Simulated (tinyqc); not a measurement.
# Four-point probe, van der Pauw, Hall and spreading-resistance readings of a semiconductor layer, step by step

A worked calculation. Computed by tinyqc, a small Python program that keeps every step. Command: `OMP_NUM_THREADS=1 python tinyqc.py 3110443 3110444 out.jsonl probe walk`. One thread of a shared host (Intel(R) Xeon(R) Processor @ 2.30GHz), about 0.01 s of CPU time with the checks. Intermediate numbers are printed to about 6 digits and carried at full precision; extremes and crossings named in words are read from the listed rows.

The layer is uniform and ohmic; contacts are points unless a radius is given.

Inputs (values chosen for the exercise, modelled on n-type silicon): carrier density n = 3.1e+14 1/cm^3; drift mobility mu = 1480 cm^2/(V s); layer thickness t = 400 micrometre; probe spacing s = 1 mm; current I = 2 mA; side ratio a/b of the van der Pauw rectangle = 1.8; magnetic field B = 0.7 T; Hall factor r_H = 1.2; wafer diameter over spacing D/s = 19.

Backing of the layer: insulating.

Constants: e = 1.602176634e-19 C.

## Resistivity and sheet resistance

rho = 1/(e n mu); R_s = rho/t.

resistivity rho = 13.6040 ohm cm

sheet resistance R_s = 340.100 ohm/square

## Four-point voltage

Collinear probes with equal spacing on a layer with insulating backing: images at depth 2 m t give V = (rho I/(2 pi s)) G, G = 1 + 4 sum_(m>=1) [1/sqrt(1 + (2 m u)^2) - 1/sqrt(4 + (2 m u)^2)], u = t/s; the sum runs to m = 20000, with the tail 3/(32 u^3 M^2) added to the sum for M = 20000. Limits: thick, rho = 2 pi s V/I; thin on an insulator, rho = (pi/ln 2) t V/I.

t/s = 0.4

G = 3.46745

voltage V = 150.150 mV

rho by the thick formula = 47.1711 ohm cm

rho by the thin formula = 13.6107 ohm cm

The thick formula is off by +246.7 % and the thin one by 0.0 %.

## Thickness correction

The last two columns give rho(formula)/rho for rho = 2 pi s V/I and rho = (pi/ln 2) t V/I.

Correction against t/s:
```
t/s        G  thick formula  thin formula
0.1  13.8629        13.8629       1.00000
0.2   6.9315         6.9315       1.00000
0.3   4.6211         4.6211       1.00003
0.5   2.7799         2.7799       1.00264
0.7   2.0175         2.0175       1.01871
1.0   1.5045         1.5045       1.08524
1.5   1.1973         1.1973       1.29547
2.0   1.0939         1.0939       1.57814
3.0   1.0306         1.0306       2.23037
5.0   1.0070         1.0070       3.63194
```

The thin formula holds to 1 % up to t/s = 0.5 and the thick one holds to 1 % from t/s = 5.

## Finite wafer

For a thin circular wafer probed at its centre, R_s = C V/I with C = pi/(ln 2 + ln[((D/s)^2 + 3)/((D/s)^2 - 3)]).

factor C = 4.42622

error if pi/ln 2 is used = 2.39789 %

## The two van der Pauw resistances

Thin rectangle with point contacts at the corners; for R_B current and voltage contacts lie along the two sides of length a, for R_A along those of length b: exp(-pi R_A/R_s) = (theta_4/theta_3)^4, exp(-pi R_B/R_s) = (theta_2/theta_3)^4 with q = exp(-pi a/b), theta_2 = 2 sum_(m>=0) q^((m + 1/2)^2), theta_3 = 1 + 2 sum_(m>=1) q^(m^2), theta_4 = 1 + 2 sum_(m>=1) (-1)^m q^(m^2).

R_A = 6.06326 ohm

R_B = 315.043 ohm

ratio R_B/R_A = 51.9593

## Solving the van der Pauw equation

Solve exp(-pi z R_A) + exp(-pi z R_B) = 1 for z = 1/R_s by seven Newton steps from z = 2 ln 2/(pi (R_A + R_B)); f = R_s 2 ln 2/(pi (R_A + R_B)).

Steps:
```
step  1/z (ohm)  left side less 1
0       727.684       2.30794e-01
1       450.246       6.95775e-02
2       361.786       1.35601e-02
3       341.422       8.22788e-04
4       340.105       3.48070e-06
5       340.100                 0
6       340.100                 0
```

R_s found = 340.100 ohm/square

correction f = 0.467373

Averaging R_A and R_B without f would overstate R_s by 114.0 %.

## Hall reading

V_H = r_H I B/(e n t); apparent density n/r_H; Hall mobility r_H mu; Hall angle tan = r_H mu B (SI).

Hall voltage = 84.5624 mV

apparent density = 2.58333e+14 1/cm^3

Hall mobility = 1776 cm^2/(V s)

tangent of the Hall angle = 0.12432

Checks made by the program: thin limit of G, 2 ln 2/u at u = 0.02 (relative difference below 1e-10); R_s recovered (relative difference below 1e-10).
